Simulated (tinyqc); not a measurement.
Length of a polyene: Hueckel, PPP and singles CI along the polyenes. Computed by the program tinyqc. Command: `OMP_NUM_THREADS=1 python tinyqc.py 114752 114753 out.jsonl`; one thread of a shared host (Intel(R) Xeon(R) Processor @ 2.60GHz), about 0.1 s.

All-trans chains of carbon centres 1.40 angstrom apart:
```
parameter                               value
beta (eV), times 1 +/- alternation  -2.390000
alternation                          0.050000
W (eV)                              11.160000
gamma_rr (eV)                       10.390000
repulsion formula                          MN
```

Hueckel uses the same beta without repulsion; CIS keeps all single excitations and so misses the low, doubly excited 2Ag state. W is the valence ionisation energy of a centre, MN the Mataga-Nishimoto formula, f the oscillator strength.

Gaps and excitations (eV):
```
centres  Hueckel gap  PPP orbital gap  bright singlet (CIS)      f  lowest triplet (CIS)
2              5.019           10.188                 7.630  0.654                 2.408
4              3.238            7.845                 5.404  1.065                 1.516
6              2.427            6.668                 4.352  1.501                 1.114
8              1.967            5.962                 3.731  1.914                 0.895
10             1.673            5.493                 3.320  2.302                 0.761
12             1.469            5.163                 3.029  2.667                 0.673
```

The Hueckel gap tends to 4 x alternation x |beta| = 0.48 eV for long chains. Exchange opens the PPP orbital gap, and the attraction of electron and hole brings the bright state 2.13 eV below it at 12 centres; the triplet lies 2.36 eV lower still.
